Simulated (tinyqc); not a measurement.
Gain against electron density: polytypes and stacking faults of a tetrahedral semiconductor in an axial Ising model with couplings up to third neighbours. Computed by tinyqc, a small Python program. Command: `OMP_NUM_THREADS=1 python tinyqc.py 3002014 3002015 out.jsonl polytype walk`. One thread of a shared host (Intel(R) Xeon(R) Processor @ 2.30GHz), about 0.01 s of CPU time with the checks.

Each double layer has s = +1 or -1 for the sense of its stacking step; E per pair of atoms = E0 - sum_n J_n <s_i s_(i+n)>, n = 1, 2, 3. Hexagonality h = (1 - <s_i s_(i+1)>)/2.

Inputs (values chosen for the exercise, of the order of those of silicon for J, a, G and the gaps):
```
quantity                                    value      unit
J1                                           10.4  meV/pair
J2                                         -0.808  meV/pair
J3                                          -0.52  meV/pair
basal lattice constant a                     3.84  angstrom
binding energy of the fault level E_b       0.064        eV
in-plane mass m                              0.27        m0
effective density of states N_c at 300 K  1.9e+19    1/cm^3
temperature T                                 300         K
```

Host polytype: 3C.

Constants: 1 eV/angstrom^2 = 16.02176634 J/m^2; m_0 = 9.1093837015e-31 kg; hbar = 1.054571817e-34 J s; k_B = 1.380649e-23 J/K; k_B = 8.617333262e-05 eV/K.

Method. Faults in 3C: the sequences intrinsic (-), extrinsic (--), twin boundary (+ turns to -) are put between perfect repeats; k_n = (layers x C_n of the host) - sum_i s_i s_(i+n). gamma = sum k_n J_n/A, A = (sqrt 3/2) a^2; 1 meV/angstrom^2 = 16.02177 mJ/m^2. The fault binds electrons in a two-dimensional band E_b below the conduction edge, g2 = m m0/(pi hbar^2) for one valley. With the Fermi level held by the bulk, eta = ln[n/N_c(T)], N_c(T) = N_c (T/300)^1.5, the grand potential falls by g2 (k_B T)^2 F1(x), x = eta + E_b/(k_B T), F1(x) = integral from 0 to infinity of ln(1 + exp(x - t)) dt; sheet density g2 k_B T ln(1 + e^x). Band bending by the trapped charge is left out, so the gain is an upper bound.

fault coefficients k_n:
```
               J1  J2  J3
intrinsic       4   4   4
extrinsic       4   8   8
twin boundary   2   4   6
```

energy of the glide fault, intrinsic = 45.5282 mJ/m^2

At T:
```
n (1/cm^3)        x  sheet density (1/cm^2)  gain (mJ/m^2)  gain/gamma  gain/gamma at T + 200 K
1.00e+14    -9.6791              1.8245e+08     7.5570e-06  1.6599e-07               7.9605e-08
1.00e+15    -7.3766              1.8240e+09     7.5560e-05  1.6596e-06               7.9603e-07
1.00e+16    -5.0740              1.8189e+10     7.5454e-04  1.6573e-05               7.9584e-06
1.00e+17    -2.7714              1.7697e+11     7.4421e-03  1.6346e-04               7.9391e-05
1.00e+18    -0.4688              1.4170e+12     6.6205e-02  1.4542e-03               7.7553e-04
5.00e+18     1.1406              4.1345e+12     2.4133e-01  5.3008e-03               3.5425e-03
2.00e+19     2.5269              7.5921e+12     5.7477e-01  1.2625e-02               1.1227e-02
```

What follows from these numbers?

For x well below 0 the gain is k_B T times the sheet density and linear in n; for x well above 0 the well fills and the gain grows only about as x^2. It stays below the fault energy in all rows; 200 K more changes it by a factor 0.48 at 1e16.
